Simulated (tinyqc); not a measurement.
Leakage through a gate insulator: direct, Fowler-Nordheim, trap-assisted and Poole-Frenkel currents: one step, computed by the program tinyqc. Command: `OMP_NUM_THREADS=1 python tinyqc.py 3014120 3014121 out.jsonl oxideleak walk`. One thread of a shared host (Intel(R) Xeon(R) Processor @ 2.30GHz), about 0.01 s of CPU time with the checks.

Electrons enter from the cathode Fermi level at x = 0; the conduction band of the insulator lies phi_b - e F x above it, F = V/t. WKB exponents use a parabolic band with mass m.

Problem. Field and tunnelling without traps. For a level a distance phi(x) below the band, the WKB exponent is 2 int kappa dx with kappa = sqrt(m phi/(hbar^2/2m_0)); for a linear barrier from phi_1 down to phi_2 = max(phi_1 - e F d, 0) it is G = (4/3) sqrt(m/(hbar^2/2m_0)) (phi_1^(3/2) - phi_2^(3/2))/(e F). J_tun = e^3 F^2/(16 pi^2 hbar m phi_b) x exp(-G) / [1 - sqrt(phi_2/phi_b)]^2 with the free-electron mass in the cathode (m in m_0), phi_2 = max(phi_b - e V, 0): direct tunnelling for e V < phi_b, Fowler-Nordheim above. Image forces, back-flow and the limit on supply are left out, so J_tun is overstated below about 0.5 V. Equivalent oxide thickness = 3.9 t/eps_ox.

Inputs (values chosen for the exercise, with an insulator like Si3N4): thickness t = 7.1 nm; barrier phi_b = 2.01 eV; tunnelling mass m = 0.44 m_0; static constant eps_ox = 7.36; voltage across the insulator V = 1.9 V.

Constants: hbar^2/(2 m_0) = 3.80998212 eV angstrom^2; e = 1.602176634e-19 C; hbar = 1.054571817e-34 J s.

Give: field F; equivalent oxide thickness; WKB exponent G; tunnelling current J_tun.

Solution.

field F = 2.676 MV/cm

equivalent oxide thickness = 3.762 nm

WKB exponent G = 47.63

tunnelling current J_tun = 4.376e-14 A/cm^2

The barrier is a trapezoid: direct tunnelling.
